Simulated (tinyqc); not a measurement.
Penn model of the dielectric constant and Phillips ionicity, step by step. Values are carried at full precision from step to step, so a last printed digit may differ when a step is redone from the rounded ones.

n = 32/a^3; Ep^2 = 8 pi c e2 n with c = hbar^2/2m0, e2 = e^2/(4 pi eps0); EF = c (3 pi^2 n)^(2/3); eps = 1 + (Ep/Eg)^2 S with S = 1 - Eg/(4 EF) + (Eg/(4 EF))^2/3, Eg the Penn gap. Core d shells are left out.

Constants: hbar^2/2m0 = 3.80998211 eV angstrom^2; e^2/(4 pi eps0) = 14.39964547 eV angstrom.

Parameters, chosen for this exercise (out of a larger set: near those of Si; not measured data): a = 5.438 angstrom (cubic lattice constant, 32 valence electrons a cell); ei = 11.98 (high-frequency dielectric constant).

## Valence electron gas

Evaluate n, Ep and EF.

n = 0.19899 1/angstrom^3
Ep = 16.564 eV
EF = 12.429 eV

## Penn gap from the dielectric constant

Start with S = 1 and repeat Eg = Ep sqrt(S/(ei - 1)) until Eg changes by less than 1e-6 eV.

Iterations:

| step | Eg in (eV) | S | Eg out (eV) |
|---|---|---|---|
| 1 | 4.9989 | 0.9028 | 4.7498 |
| 2 | 4.7498 | 0.9075 | 4.7621 |
| 3 | 4.7621 | 0.9073 | 4.7615 |
| 4 | 4.7615 | 0.9073 | 4.7615 |
| 5 | 4.7615 | 0.9073 | 4.7615 |
| 6 | 4.7615 | 0.9073 | 4.7615 |

Penn gap Eg = 4.761 eV

The factor S lowers the gap by 0.237 eV from the first estimate. The Penn gap is a mean bonding-antibonding separation, near the main peak of eps2, not the smallest gap.

## Homopolar and ionic parts

Phillips: bond length d = sqrt(3) a/4; homopolar gap Eh = 39.74 d^(-2.48) eV (d in angstrom); Eg^2 = Eh^2 + C^2; ionicity fi = C^2/Eg^2.

Split the gap; where Eg is below Eh or within 3 % of it, C is taken as zero.

d = 2.3547 angstrom
Eh = 4.751 eV
C = 0.00 eV
fi = 0.000

Eg/Eh = 1.002: the bond is covalent within the accuracy of the rule.

## Checks

- Penn gap by iteration against bisection (eV): both 4.761.

Run: tinyqc, `OMP_NUM_THREADS=1 python tinyqc.py 1651969 1651970 out.jsonl`; Intel(R) Xeon(R) Processor @ 2.30GHz, one thread, shared host; about 0.01 s of CPU time with all checks.
